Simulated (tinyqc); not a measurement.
Inside a calculation. Method: RHF in the sto-3g basis, for B+, spin multiplicity 1. This run ends on a higher stationary point, not on the lowest solution. Computed by tinyqc, a small Python program that keeps every step (integrals from PySCF). Settings: charge = 1, multiplicity = 1, basis = sto-3g, energy threshold = 1e-09, iteration cap = 84, orthogonalisation = symmetric, start = Wolfsberg-Helmholz matrix, DIIS depth = 4, damping = 0.2, method = RHF. Command: `OMP_NUM_THREADS=1 python tinyqc.py 22564 22565 out.jsonl` (the two numbers bound the seeds that draw the settings). One thread of a shared host (Intel(R) Xeon(R) Processor @ 2.60GHz), about 0.03 s of CPU time with the checks.

Geometry (angstrom):

| atom | x | y | z |
|---|---|---|---|
| B | 0.000000 | 0.000000 | 0.000000 |

Stop when the energy changes by less than 1e-09 hartree and every element of the error matrix X^T (F D S - S D F) X is below 9e-06.

Course of the cycle:

| iteration | E (hartree) | change | largest element of the error matrix |
|---|---|---|---|
| 1 | -23.44416837 | - | 2.06e-01 |
| 2 | -23.44654201 | -2.37e-03 | 5.32e-02 |
| 3 | -23.44706028 | -5.18e-04 | 1.07e-02 |
| 4 | -23.44716642 | -1.06e-04 | 2.14e-03 |
| 5 | -23.44718775 | -2.13e-05 | 4.31e-04 |
| 6 | -23.44719202 | -4.27e-06 | 8.63e-05 |
| 7 | -23.44719288 | -8.54e-07 | 1.73e-05 |
| 8 | -23.44719305 | -1.71e-07 | 3.45e-06 |
| 9 | -23.44719308 | -3.42e-08 | 6.91e-07 |
| 10 | -23.44719309 | -6.83e-09 | 1.38e-07 |
| 11 | -23.44719309 | -1.37e-09 | 2.76e-08 |
| 12 | -23.44719309 | -2.73e-10 | 5.53e-09 |

Can the last value be used, and what does the course show?

No, though the log alone does not show it. Converged in 12 iterations. But the solution lies 0.50128 hartree above the reference: it is another stationary point, not the lowest restricted one. Reruns (cap 100 unless said): DIIS 8: converged in 4 to a higher stationary point; damping 0.5: converged in 23 to a higher stationary point; level shift 0.5: converged in 6 to a higher stationary point; atomic densities as start, DIIS 8: converged in 3. PySCF RHF in the same basis = -23.94847037 hartree.
